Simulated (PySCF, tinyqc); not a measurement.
Inside a calculation. Method: LCCD on RHF in the sto-3g basis, for H6, spin multiplicity 1. The lowest restricted solution is unstable here: a spin-polarised one lies 0.0329 hartree lower (PySCF). One step of it, computed by the program tinyqc.

Task: Iteration 7 (converged): orbitals. Diagonalise F' = X^T F X, C = X C', fill 3 alpha and 3 beta electrons from the bottom; D = 2 C_occ C_occ^T. Each column has its largest component positive (the first on a tie).

converged F (hartree), lower triangle:
```
           1H 1s      2H 1s      3H 1s      4H 1s      5H 1s      6H 1s
1H 1s  -0.203114
2H 1s  -0.414009  -0.304649
3H 1s  -0.121355  -0.385139  -0.307671
4H 1s   0.008552  -0.118109  -0.412350  -0.307671
5H 1s   0.003646  -0.015483  -0.118109  -0.385139  -0.304649
6H 1s  -0.010917   0.003646   0.008552  -0.121355  -0.414009  -0.203114
```

X, lower triangle:
```
           1H 1s      2H 1s      3H 1s      4H 1s      5H 1s     6H 1s
1H 1s   1.080136
2H 1s  -0.257745   1.194492
3H 1s   0.047477  -0.312214   1.200174
4H 1s  -0.007186   0.051942  -0.282279   1.200174
5H 1s   0.001373  -0.009282   0.051942  -0.312214   1.194492
6H 1s  -0.000225   0.001373  -0.007186   0.047477  -0.257745  1.080136
```

Give: F' = X^T F X; orbital energies; coefficients C; D after iteration 7.

Result:

F' = X^T F X (hartree), lower triangle:
```
         1        2        3        4        5        6
1  -0.0307
2  -0.4160   0.0422
3   0.0568  -0.3906   0.0435
4   0.0172   0.0628  -0.4315   0.0435
5   0.0031  -0.0099   0.0628  -0.3906   0.0422
6  -0.0133   0.0031   0.0172   0.0568  -0.4160  -0.0307
```

orbital energies (hartree): MO1 -0.6141, MO2 -0.4961, MO3 -0.2929, MO4 0.1548, MO5 0.5073, MO6 0.8510

coefficients C:
```
          MO1      MO2      MO3      MO4      MO5      MO6
1H 1s  0.1653   0.3453   0.4825   0.5962  -0.5972   0.3795
2H 1s  0.2948   0.4259   0.2577  -0.2820   0.7847  -0.7507
3H 1s  0.3829   0.1661  -0.4241  -0.4998  -0.3599   0.9430
4H 1s  0.3829  -0.1661  -0.4241   0.4998  -0.3599  -0.9430
5H 1s  0.2948  -0.4259   0.2577   0.2820   0.7847   0.7507
6H 1s  0.1653  -0.3453   0.4825  -0.5962  -0.5972  -0.3795
```

D after iteration 7, lower triangle:
```
         1H 1s    2H 1s    3H 1s    4H 1s   5H 1s   6H 1s
1H 1s   0.7587
2H 1s   0.6403   0.6694
3H 1s  -0.1679   0.1486   0.7080
4H 1s  -0.3974  -0.1344   0.5977   0.7080
5H 1s   0.0520  -0.0562  -0.1344   0.1486  0.6694
6H 1s   0.2817   0.0520  -0.3974  -0.1679  0.6403  0.7587
```
